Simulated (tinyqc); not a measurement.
## Fixed charge and work-function difference from two thicknesses

Problem. With a fixed charge q Nf at the interface, Vfb = phi_ms - q Nf tox/(eps0 eox). Find Nf and phi_ms.

Values chosen for this exercise: relative permittivity of the gate insulator (close to silicon nitride) eox = 7.49.

Constants: q = 1.602176634e-19 C, eps0 = 8.8541878128e-14 F/cm where lengths are in cm. Results are converted to the units shown.

Vfb at tox = 42 and 100 nm (V): [-0.59049789, -0.39432640]

Answer. Vfb is a straight line in tox: the slope gives Nf and the intercept at zero thickness phi_ms.

Nf = -1.400e11 cm^-2
phi_ms = -0.7326 V

Computed by the program tinyqc: `OMP_NUM_THREADS=1 python tinyqc.py 2060067 2060068 out.jsonl`, one thread of a shared Intel Xeon 2.30GHz, about 0.01 s for the whole run.
